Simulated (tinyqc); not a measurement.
# Fermi-level pinning from two metals

Inverse problem. Cowley-Sze model with the space charge neglected: phiB = S (phiM - chi) + (1 - S)(Eg - phi0), S = 1/(1 + q Dit dl/(eps0 ei)), dl in cm. Find S, phi0 and Dit.

Parameters, values chosen for the exercise; band and dielectric values close to those of gallium arsenide:
```
symbol,value,unit,meaning
Eg,1.42,eV,band gap
chi,4.15,eV,electron affinity
dl,0.3,nm,thickness of the interfacial layer
ei,3.9,,relative permittivity of the interfacial layer
```

Constants: q = 1.602176634e-19 C, eps0 = 8.8541878128e-14 F/cm where lengths are in cm. Results are converted to the units shown.

barriers for metals with phiM = 4.3 and 5.43 eV (eV): [0.77513379, 0.99949125]

Answer. S is the slope of phiB against phiM; either barrier then gives phi0, and S gives Dit.

S = 0.1985
phi0 = 0.4900 eV
Dit = 2.900e14 cm^-2 eV^-1

tinyqc, about 0.08 s, one thread, Intel Xeon 2.30GHz (shared host): `OMP_NUM_THREADS=1 python tinyqc.py 2020089 2020090 out.jsonl`
